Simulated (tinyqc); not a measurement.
What moves the results: alloy A(1-x)B(x) by interpolation with bowing. A value that a table varies takes the place of the one given here.

Each gap follows E(x) = (1 - x) E_A + x E_B - C x (1 - x); the lattice constant follows Vegard, a(x) = (1 - x) a_A + x a_B.

Mass at Gamma from the Kane formula 1/m = F + Ep (Eg + 2 Dso/3)/(Eg (Eg + Dso)). F is fixed by the masses of A and B and interpolated linearly, as is Ep; Eg and Dso carry their bowing.

Constants: hc = 1239.841984 eV nm.

Parameters, chosen for this exercise (A near InSb, B near InAs; the results hold for these values, not for the real material): a = (6.475, 6.062) angstrom (lattice constant of A, B); Eg = (0.232, 0.418) eV (gap at Gamma to the s-like level of A, B); EgX = (0.627, 1.444) eV (gap to the lowest valley along Gamma-X of A, B); EgL = (0.936, 1.121) eV (gap to L of A, B); C = (0.644, 0.527, 0.558) eV (bowing of the Gamma, X and L gaps); Dso = (0.808, 0.395) eV (spin-orbit splitting of A, B); Ep = (23.4, 21.4) eV (Kane energy of A, B); me = (0.0135, 0.0262) m0 (electron mass at Gamma of A, B); Cs = 1.14 eV (bowing of Dso); x = 0.12 (fraction of B).

## Gaps across the alloy

Eleven compositions.

Gaps (eV):

| x | a (angstrom) | Gamma | X | L | lowest | wavelength (nm) |
|---|---|---|---|---|---|---|
| 0.0 | 6.4750 | 0.232 | 0.627 | 0.936 | Gamma | 5344 |
| 0.1 | 6.4337 | 0.193 | 0.661 | 0.904 | Gamma | 6436 |
| 0.2 | 6.3924 | 0.166 | 0.706 | 0.884 | Gamma | 7462 |
| 0.3 | 6.3511 | 0.153 | 0.761 | 0.874 | Gamma | 8127 |
| 0.4 | 6.3098 | 0.152 | 0.827 | 0.876 | Gamma | 8165 |
| 0.5 | 6.2685 | 0.164 | 0.904 | 0.889 | Gamma | 7560 |
| 0.6 | 6.2272 | 0.189 | 0.991 | 0.913 | Gamma | 6559 |
| 0.7 | 6.1859 | 0.227 | 1.088 | 0.948 | Gamma | 5463 |
| 0.8 | 6.1446 | 0.278 | 1.196 | 0.995 | Gamma | 4464 |
| 0.9 | 6.1033 | 0.341 | 1.315 | 1.052 | Gamma | 3631 |
| 1.0 | 6.0620 | 0.418 | 1.444 | 1.121 | Gamma | 2966 |

The lowest valley is Gamma at every x. The Gamma gap has a minimum inside the range, 0.151 eV at x = (C - (E_B - E_A))/(2C) = 0.356, since the bowing exceeds the difference of the end gaps.

## Three ways to interpolate a mass

Linear in m, linear in 1/m, and the Kane formula.

Masses (m0):

| x | Eg (eV) | linear in m | linear in 1/m | Kane | Kane m/Eg (1/eV) |
|---|---|---|---|---|---|
| 0.000 | 0.232 | 0.0135 | 0.0135 | 0.0135 | 0.0582 |
| 0.125 | 0.185 | 0.0151 | 0.0144 | 0.0109 | 0.0590 |
| 0.250 | 0.158 | 0.0167 | 0.0154 | 0.0094 | 0.0593 |
| 0.375 | 0.151 | 0.0183 | 0.0165 | 0.0089 | 0.0592 |
| 0.500 | 0.164 | 0.0198 | 0.0178 | 0.0096 | 0.0587 |
| 0.625 | 0.197 | 0.0214 | 0.0194 | 0.0115 | 0.0582 |
| 0.750 | 0.251 | 0.0230 | 0.0212 | 0.0147 | 0.0585 |
| 0.875 | 0.324 | 0.0246 | 0.0234 | 0.0194 | 0.0599 |
| 1.000 | 0.418 | 0.0262 | 0.0262 | 0.0262 | 0.0627 |

At x = 0.5 the three give 0.0198, 0.0178 and 0.0096; judged by the largest distance, the Kane value is closer to the interpolation in 1/m (largest distances 0.0102 m0 from the rule in m, 0.0082 m0 from the rule in 1/m), and it dips below both end values, following the bowed gap, which neither rule can do. The ratio m/Eg varies by a factor of 1.08 while the gap varies by 2.77; a constant ratio is the two-band rule m = Eg/Ep at fixed Ep.

## What each parameter does

Gaps at x and the Kane mass. Each row changes one parameter from the base and keeps the others.

Results:

| case | Gamma (eV) | X (eV) | L (eV) | mass (m0) |
|---|---|---|---|---|
| base | 0.1863 | 0.6694 | 0.8993 | 0.0110 |
| x = 0.16 | 0.1752 | 0.6869 | 0.8906 | 0.0104 |
| C = (0.744, 0.627, 0.658) eV | 0.1758 | 0.6588 | 0.8887 | 0.0104 |
| Eg = (0.244, 0.418) eV | 0.1969 | 0.6694 | 0.8993 | 0.0112 |
| EgX = (0.627, 1.372) eV | 0.1863 | 0.6607 | 0.8993 | 0.0110 |
| EgL = (0.889, 1.121) eV | 0.1863 | 0.6694 | 0.8579 | 0.0110 |
| Ep = (25.7, 23.5) eV | 0.1863 | 0.6694 | 0.8993 | 0.0107 |
| Cs = 1.19 eV | 0.1863 | 0.6694 | 0.8993 | 0.0110 |

The largest shifts from the base row, up to three for each result and ties (the steps differ in size, so this ranks the rows, not the parameters). Gamma (eV): x -0.0111, Eg +0.0106, C -0.0106; unchanged at the printed digits by EgX, EgL, Ep and Cs. X (eV): x +0.0175, C -0.0106, EgX -0.0086; unchanged at the printed digits by Eg, EgL, Ep and Cs. L (eV): EgL -0.0414, C -0.0106, x -0.0087; unchanged at the printed digits by Eg, EgX, Ep and Cs. mass (m0): x -0.0006, C -0.0006, Ep -0.0002, Eg +0.0002; unchanged at the printed digits by EgX, EgL and Cs.

(tinyqc, `OMP_NUM_THREADS=1 python tinyqc.py 1050339 1050340 out.jsonl`, Intel(R) Xeon(R) Processor @ 2.30GHz, 1 thread, shared host, about 0.01 s.)
